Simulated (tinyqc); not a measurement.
Width of the well: finite square well with mass mismatch (envelope functions).

A square well of width L and depth V0, mass mw inside and mb outside, energies from the bottom of the well, c = hbar^2/2m0. k = sqrt(mw E/c), kappa = sqrt(mb (V0 - E)/c). psi and psi'/m are continuous at the walls (BenDaniel-Duke), so level n solves k L + 2 atan[(k/mw)/(kappa/mb)] = n pi.

Constants: hbar^2/2m0 = 3.80998211 eV angstrom^2.

Values chosen for the exercise (near those of a non-polar GaN well in AlGaN; not measured data):
- V0 = 0.495 eV (barrier height)
- mw = 0.196 m0 (mass in the well)
- mb = 0.24 m0 (mass in the barrier)
- Ls = (10, 15, 22, 33, 50, 75, 112) angstrom (widths)

Levels against L, beside the infinite well E1(hard) = c (pi/L)^2/mw; Pb is the probability of level 1 in the barriers; a dash marks an unbound level.

Levels:

| L (angstrom) | bound levels | E1 (eV) | E2 (eV) | E1(hard) (eV) | Pb |
|---|---|---|---|---|---|
| 10 | 1 | 0.3028 | - | 1.9185 | 0.405 |
| 15 | 1 | 0.2181 | - | 0.8527 | 0.233 |
| 22 | 2 | 0.1453 | 0.4801 | 0.3964 | 0.121 |
| 33 | 2 | 0.0864 | 0.3280 | 0.1762 | 0.054 |
| 50 | 3 | 0.0468 | 0.1845 | 0.0767 | 0.021 |
| 75 | 4 | 0.0243 | 0.0965 | 0.0341 | 0.008 |
| 112 | 6 | 0.0121 | 0.0483 | 0.0153 | 0.003 |

What can be read from this table?

The infinite well overestimates E1 by a factor 6.34 at 10 angstrom and 1.26 at 112 angstrom. The local exponent d ln E1/d ln L goes from -0.81 (first two rows) to -1.73 (last two), towards the -2 of hard walls, as Pb falls from 0.405 to 0.003. E2 - E1 is largest at 22 angstrom of the widths listed.

tinyqc: `OMP_NUM_THREADS=1 python tinyqc.py 1282203 1282204 out.jsonl`; about 0.01 s, one thread, shared Intel(R) Xeon(R) Processor @ 2.30GHz.
